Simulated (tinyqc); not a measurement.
Configuration-coordinate model of carrier capture at a defect, step by step. Values are carried at full precision from step to step, so a last printed digit may differ when a step is redone from the rounded ones.

Two parabolas of equal curvature k in one coordinate Q: with the carrier free at the band edge, U_f = k Q^2/2; with the carrier trapped, U_t = k (Q - dQ)^2/2 - ET. ER = k dQ^2/2, Huang-Rhys factor S = ER/hw, hw = 0.0646541 sqrt(k/M) eV for k in eV/angstrom^2 and M in u. The curves cross at a height Eb = (ER - ET)^2/(4 ER) above the free minimum.

Constants: kB = 8.617333262e-05 eV/K.

Values chosen for the exercise (of the size met at a vacancy centre in SiC; not measured data):
- ET = 0.91 eV (thermal depth of the level below the band edge)
- ER = 0.39 eV (relaxation energy)
- hw = 0.043 eV (phonon energy of the mode)
- M = 28 u (mass of the mode)
- T = 350 K (temperature)
- nu = 1e+13 1/s (attempt rate)

## The two parabolas

Form S, k, dQ, the crossing point Qc = (ER - ET)/(k dQ), Eb, and the emission barrier Eb + ET.

S = 9.070
k = 12.3852 eV/angstrom^2
dQ = 0.2510 angstrom
Qc = -0.1673 angstrom

barriers (eV): capture 0.1733, emission 1.0833

ER < ET: the crossing lies on the far side of the free minimum (the inverted case), where tunnelling between vibrational states can matter much if Eb is well above hw.

## Optical transitions

Vertical ionisation from the trapped minimum costs ET + ER; vertical capture from the free minimum releases ET - ER (none if negative); the band has a standard deviation sqrt(S hw^2 coth(hw/2kT)) with S = ER/hw, and a full width 2.35482 times that.

energies (eV): ionisation peak 1.300, zero-phonon 0.910, emission peak 0.520

coth(hw/2kT) = 1.6328
standard deviation = 0.1655 eV
full width = 0.3897 eV

Radiative capture would peak at 0.520 eV. The optical peak exceeds the thermal depth by a factor 1.43.

## The multiphonon factor

Multiphonon factor for giving p = ET/hw phonons to the lattice: W = exp(-S (2 nb + 1)) ((nb + 1)/nb)^(p/2) I_p(x), nb = 1/(exp(hw/kT) - 1), x = 2 S sqrt(nb (nb + 1)), I_p the modified Bessel function. Classical limit: W = hw exp(-Eb/kT)/sqrt(4 pi ER kT). At T = 0: exp(-S) S^p/Gamma(p + 1).

Form p, nb, x and ln W, the classical ln W, and the capture time 1/(nu W).

p, nb, x: 21.1628  0.3164  11.7063

ln W: quantum -6.711, classical -7.938

capture time = 8.21e-11 s

The quantum factor is 3.41 times the classical one at kT/hw = 0.70: nuclear tunnelling rules.

## Emission by detailed balance

For equal degeneracies and one band-edge state, emission time = capture time x exp(ET/kT).

ET/kT = 30.172
log10 of the emission time in s = 3.02

## Checks

- Ln W for the nearest whole p against the double Poisson sum over emitted and absorbed phonons: both -6.60379.

Program tinyqc; command `OMP_NUM_THREADS=1 python tinyqc.py 1452441 1452442 out.jsonl`; about 0.01 s on one thread of a shared Intel(R) Xeon(R) Processor @ 2.30GHz.
